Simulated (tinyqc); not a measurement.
# Resistance of a tapered via with liner, size effect and interface: via resistance against the diameter at the bottom

A round via whose diameter grows from db at the bottom as D(z) = db + 2 z/tan(ang). The fill, of diameter D - 2 tl, starts above the bottom liner (thickness fb tl) and has rho = rho0 (1 + ks lam/(D - 2 tl)); the sidewall liner conducts in parallel with it. The bottom liner and the interface are crossed over the full area pi db^2/4. Spreading in the lines above and below is left out.

Slices between z0 = fb tl and hv, evaluated at their midpoints: conductance per length pi/4 [(D - 2 tl)^2/rho + (D^2 - (D - 2 tl)^2)/rl], slice resistance = slice height over that. 2000 slices. R_fill = sum of the slices; R_bottom = rl fb tl/(pi db^2/4); R_interface = ri/(pi db^2/4); ballistic (Sharvin) limit 1/(Sb pi (db - 2 tl)^2/4); ideal cylinder rho0 hv/(pi db^2/4).

Values chosen for this exercise; fill metal close to ruthenium: height hv = 21 nm; sidewall angle ang = 88 degrees; bulk resistivity of the fill rho0 = 7.75 uohm cm; mean free path of the fill lam = 6.49 nm; size-effect factor ks = 1.4; liner on the sidewall tl = 0.6 nm; liner at the bottom over that on the sidewall fb = 0.7; resistivity of the liner rl = 230 uohm cm; interface resistivity at the bottom ri = 4.2e-12 ohm cm^2; ballistic conductance per area, about 3/(4 rho0 lam) Sb = 1.5e15 S/m^2.

Via resistance against the diameter at the bottom:
columns A: db (nm); B: R_fill (ohm); C: R_bottom (ohm); D: R_interface (ohm); E: R (ohm); F: ballistic limit (ohm); G: R over ideal cylinder; H: largest part
```
A         B       C        D       E       F      G     H
6     171.3   34.17    14.85   220.3   36.84  3.827  fill
8.3   70.36   17.85    7.763   95.97   16.84  3.191  fill
11    33.69   10.16    4.420   48.28   8.838  2.819  fill
16    13.24   4.804    2.089   20.13   3.875  2.487  fill
22    6.193   2.541    1.105   9.839   1.962  2.298  fill
30    3.032   1.367   0.5942   4.993   1.023  2.169  fill
42    1.431  0.6973   0.3032   2.431  0.5099  2.070  fill
58   0.7090  0.3656   0.1590   1.234  0.2631  2.003  fill
80   0.3572  0.1922  0.08356  0.6329  0.1367  1.955  fill
```

R falls from 220 to 0.633 ohm. The fill is the largest part at db = 6 and in all other rows. R goes as db^(-2.56) between the first two rows and db^(-2.07) between the last two; area alone gives -2.

Program tinyqc, `OMP_NUM_THREADS=1 python tinyqc.py 2750064 2750065 out.jsonl`; Intel Xeon 2.30GHz, shared host, one thread, about 0.01 s.
